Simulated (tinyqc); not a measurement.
Extrapolating accelerated tests: lateral field, substrate current, probability of reaching the oxide barrier and hot-carrier lifetime of a silicon transistor (pseudo-two-dimensional and lucky-electron models). Computed by tinyqc, a small Python program. Command: `OMP_NUM_THREADS=1 python tinyqc.py 3029388 3029389 out.jsonl hotcar walk`. One thread of a shared host (Intel(R) Xeon(R) Processor @ 2.30GHz), about 0.01 s of CPU time with the checks.

Local-field models: a lucky carrier gains its energy at the peak field over a path free of collisions. Voltages are magnitudes.

Inputs (values chosen for the exercise, modelled on a silicon n-channel):
```
quantity,value,unit
channel length L,630,nm
oxide thickness t,12,nm
junction depth x_j,150,nm
mobility mu,390,cm^2/(V s)
saturation velocity v_s,0.84,1e7 cm/s
threshold voltage V_T,0.6,V
gate voltage V_G,1.5,V
drain voltage V_D,3,V
ionisation prefactor A_i,1.8e+06,1/cm
ionisation field B_i,1.77,MV/cm
hot-carrier mean free path lambda,8,nm
oxide barrier phi_b,3.1,eV
interface-trap threshold phi_it,3.7,eV
lifetime constant H,700,s microampere/micrometre
```

Drain: abrupt.

Constants: eps_0 = 8.8541878128e-12 F/m.

Method:
- C_ox = 3.9 eps_0/t; F_sat = 2 v_s/mu; V_Dsat = V_ov F_sat L/(V_ov + F_sat L), V_ov = V_G - V_T; I_D/W = C_ox v_s (V_ov - V_Dsat).
- Scale length l = 0.22 t^(1/3) x_j^(1/2) (all in cm); F_m = sqrt(((V_D - V_Dsat)/l_e)^2 + F_sat^2), with l_e = l; length of the velocity-saturated region l_e ln((V_D - V_Dsat)/(l_e F_sat) + F_m/F_sat).
- Substrate current I_sub/I_D = (A_i/B_i)(V_D - V_Dsat) exp(-B_i/F_m); probability of reaching the oxide barrier exp(-phi_b/(e lambda F_m)); lifetime tau = (H/(I_D/W)) exp(phi_it/(e lambda F_m)).
- V_10 solves tau = 3.156e8 s at the given V_G. The extrapolation fits ln(tau) against 1/V_D at 1, 1.08, 1.16 and 1.25 times the given V_D (rounded to 3 digits) by least squares and reads off the same tau.

V_Dsat = 0.675862 V

Stress points:
```
V_D (V),1/V_D (1/V),tau (s)
3.00,0.33333,6.7385e+08
3.24,0.30864,1.3286e+08
3.48,0.28736,3.4289e+07
3.75,0.26667,9.5568e+06
```

ten-year drain voltage V_10 = 3.1065 V

V_10 from the 1/V_D extrapolation = 3.1075 V

The extrapolation is 1 mV above the true value. At V_10 the available energy e V_D is below phi_it, so the model understates the lifetime there.

Extremes, crossings and ranges named in words are read from the listed rows.
